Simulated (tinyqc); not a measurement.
Inside a calculation. Method: plane-wave Kohn-Sham cycle with exchange-only LDA in a layered model solid. Computed by tinyqc, a small Python program that keeps every step. Settings: points = 16, plane-wave index or count = 3, electrons = 2, k points = 3, area = 23.0, mixing = 1.0, iteration cap = 72. Command: `OMP_NUM_THREADS=1 python tinyqc.py 20574 20575 out.jsonl` (the two numbers bound the seeds that draw the settings). One thread of a shared host (Intel(R) Xeon(R) Processor @ 2.60GHz), about 0.04 s of CPU time with the checks. Later iterations appear only in the table of the cycle.

## Iteration 1: potential

A solid whose potential varies along x alone (atomic units):
```
parameter                      value
period a                   14.700000
cross-section of the cell  23.000000
electrons per cell                 2
grid points                       16
plane waves -n..n, n               3
k points                           3
V1 in V1 cos(2 pi x/a)     -0.560000
```

density at the start, on the grid x_j = j a/N (e/bohr^3): [0.00591541, 0.00591541, 0.00591541, 0.00591541, 0.00591541, 0.00591541, 0.00591541, 0.00591541, 0.00591541, 0.00591541, 0.00591541, 0.00591541, 0.00591541, 0.00591541, 0.00591541, 0.00591541]

V_H(G) = 4 pi rho(G)/G^2 for G != 0 (uniform background); v_x = -(3 rho/pi)^(1/3); V = V_ext + V_H + v_x; Fourier components f(G_m) = (1/N) sum_j f(x_j) exp(-i G_m x_j).

Potentials on the grid (hartree):
```
x              V_ext       V_H        v_x          V
0.000000   -0.560000  0.000000  -0.178095  -0.738095
0.918750   -0.517373  0.000000  -0.178095  -0.695468
1.837500   -0.395980  0.000000  -0.178095  -0.574075
2.756250   -0.214303  0.000000  -0.178095  -0.392398
3.675000           0  0.000000  -0.178095  -0.178095
4.593750    0.214303  0.000000  -0.178095   0.036208
5.512500    0.395980  0.000000  -0.178095   0.217885
6.431250    0.517373  0.000000  -0.178095   0.339277
7.350000    0.560000  0.000000  -0.178095   0.381905
8.268750    0.517373  0.000000  -0.178095   0.339277
9.187500    0.395980  0.000000  -0.178095   0.217885
10.106250   0.214303  0.000000  -0.178095   0.036208
11.025000          0  0.000000  -0.178095  -0.178095
11.943750  -0.214303  0.000000  -0.178095  -0.392398
12.862500  -0.395980  0.000000  -0.178095  -0.574075
13.781250  -0.517373  0.000000  -0.178095  -0.695468
```

V(G_m), m = 0, 1, 2, ... (hartree): [-0.178095, -0.280000, 0.000000, 0.000000, 0.000000, 0.000000, 0.000000]

## Iteration 1: Hamiltonian at one k

k = 0.000000 2 pi / a

H(m,m') = (k + G_m)^2/2 delta + V(G_m - G_m'), with V(-G) = V(G).

H (hartree), order -3, -2, -1, +0, +1, +2, +3:
$$\begin{pmatrix}
0.644029 & -0.280000 & 0.000000 & 0.000000 & 0.000000 & 0.000000 & 0.000000 \\
-0.280000 & 0.187294 & -0.280000 & 0.000000 & 0.000000 & 0.000000 & 0.000000 \\
0.000000 & -0.280000 & -0.086748 & -0.280000 & 0.000000 & 0.000000 & 0.000000 \\
0.000000 & 0.000000 & -0.280000 & -0.178095 & -0.280000 & 0.000000 & 0.000000 \\
0.000000 & 0.000000 & 0.000000 & -0.280000 & -0.086748 & -0.280000 & 0.000000 \\
0.000000 & 0.000000 & 0.000000 & 0.000000 & -0.280000 & 0.187294 & -0.280000 \\
0.000000 & 0.000000 & 0.000000 & 0.000000 & 0.000000 & -0.280000 & 0.644029
\end{pmatrix}$$

## Iteration 1: levels at that k

Diagonalise the Hermitian matrix.

eigenvalues (hartree): [-0.583937, -0.287467, -0.017579, 0.236929, 0.368478, 0.795113, 0.799518]

## Iteration 1: new density

Motion across x is left out: the lowest 1 band(s) hold two electrons at each of the k points (j + 1/2)/nk - 1/2. Residual R = rho(out) - rho(in); rho(new) = rho(in) + 1 R. rho(out) = 2/(a A nk) sum |psi|^2 with psi = sum c exp(i G x). Harris energy E = band energy - dV sum rho (V_H/2 + v_x) + (3/4) dV sum rho v_x with rho(in), dV = a A/N, band energy = (2/nk) sum of the filled levels.

rho(out) (e/bohr^3): [0.02639067, 0.02075530, 0.00996975, 0.00284049, 0.00048469, 0.00006465, 0.00001169, 0.00000120, 0.00000036, 0.00000120, 0.00001169, 0.00006465, 0.00048469, 0.00284049, 0.00996975, 0.02075530]

density after iteration 1 (e/bohr^3): [0.02639067, 0.02075530, 0.00996975, 0.00284049, 0.00048469, 0.00006465, 0.00001169, 0.00000120, 0.00000036, 0.00000120, 0.00001169, 0.00006465, 0.00048469, 0.00284049, 0.00996975, 0.02075530]

energy per cell = -1.07864470 hartree

## Iteration 2: potential

As before.

Potentials on the grid (hartree):
```
x              V_ext        V_H        v_x          V
0.000000   -0.560000   0.831464  -0.293184  -0.021720
0.918750   -0.517373   0.728202  -0.270624  -0.059795
1.837500   -0.395980   0.472194  -0.211943  -0.135728
2.756250   -0.214303   0.169494  -0.139462  -0.184270
3.675000           0  -0.104976  -0.077353  -0.182329
4.593750    0.214303  -0.323455  -0.039522  -0.148674
5.512500    0.395980  -0.480145  -0.022351  -0.106516
6.431250    0.517373  -0.574241  -0.010463  -0.067331
7.350000    0.560000  -0.605612  -0.006999  -0.052611
8.268750    0.517373  -0.574241  -0.010463  -0.067331
9.187500    0.395980  -0.480145  -0.022351  -0.106516
10.106250   0.214303  -0.323455  -0.039522  -0.148674
11.025000          0  -0.104976  -0.077353  -0.182329
11.943750  -0.214303   0.169494  -0.139462  -0.184270
12.862500  -0.395980   0.472194  -0.211943  -0.135728
13.781250  -0.517373   0.728202  -0.270624  -0.059795
```

V(G_m), m = 0, 1, 2, ... (hartree): [-0.115226, -0.001484, 0.036337, 0.008984, 0.002844, 0.000041, -0.000047]

## Iteration 2: Hamiltonian at one k

k = 0.000000 2 pi / a

As before.

H (hartree), order -3, -2, -1, +0, +1, +2, +3:
$$\begin{pmatrix}
0.706898 & -0.001484 & 0.036337 & 0.008984 & 0.002844 & 0.000041 & -0.000047 \\
-0.001484 & 0.250163 & -0.001484 & 0.036337 & 0.008984 & 0.002844 & 0.000041 \\
0.036337 & -0.001484 & -0.023879 & -0.001484 & 0.036337 & 0.008984 & 0.002844 \\
0.008984 & 0.036337 & -0.001484 & -0.115226 & -0.001484 & 0.036337 & 0.008984 \\
0.002844 & 0.008984 & 0.036337 & -0.001484 & -0.023879 & -0.001484 & 0.036337 \\
0.000041 & 0.002844 & 0.008984 & 0.036337 & -0.001484 & 0.250163 & -0.001484 \\
-0.000047 & 0.000041 & 0.002844 & 0.008984 & 0.036337 & -0.001484 & 0.706898
\end{pmatrix}$$

## Iteration 2: levels at that k

As before.

eigenvalues (hartree): [-0.122563, -0.062025, 0.010161, 0.247659, 0.260245, 0.708413, 0.709247]

## Iteration 2: new density

As before.

rho(out) (e/bohr^3): [0.00390012, 0.00462713, 0.00647261, 0.00821947, 0.00844392, 0.00703619, 0.00513738, 0.00377885, 0.00331534, 0.00377885, 0.00513738, 0.00703619, 0.00844392, 0.00821947, 0.00647261, 0.00462713]

density after iteration 2 (e/bohr^3): [0.00390012, 0.00462713, 0.00647261, 0.00821947, 0.00844392, 0.00703619, 0.00513738, 0.00377885, 0.00331534, 0.00377885, 0.00513738, 0.00703619, 0.00844392, 0.00821947, 0.00647261, 0.00462713]

energy per cell = -0.76484533 hartree

## Convergence

Stop when sqrt(dV sum R^2) is below 1e-8, dV = a A/N.

Course of the cycle:
```
iteration  E (hartree)  norm of the residual
1          -1.07864470              1.60e-01
2          -0.76484533              1.73e-01
3          -1.04080515              1.74e-01
4          -0.76614631              1.74e-01
5          -1.04818314              1.75e-01
6          -0.76682972              1.75e-01
7          -1.05158996              1.75e-01
8          -0.76713572              1.75e-01
9          -1.05311796              1.75e-01
10         -0.76727188              1.75e-01
11         -1.05379858              1.75e-01
...                ...                   ...
62         -1.55085477              2.70e-01
63         -1.55085477              2.70e-01
64         -1.55085477              2.70e-01
65         -1.55085477              2.70e-01
66         -1.55085477              2.70e-01
67         -1.55085477              2.70e-01
68         -1.55085477              2.70e-01
69         -1.55085477              2.70e-01
70         -1.55085477              2.70e-01
71         -1.55085477              2.70e-01
72         -1.55085477              2.70e-01
```

Not converged within 72 iterations: the residual has stopped falling. Reruns (cap 100 unless said): mixing 0.1: not converged; mixing 0.5, Kerker q0 1.0: not converged; mixing 0.3, Pulay depth 5: converged in 12 (E = -0.64726); the original settings with a cap of 400: not converged.
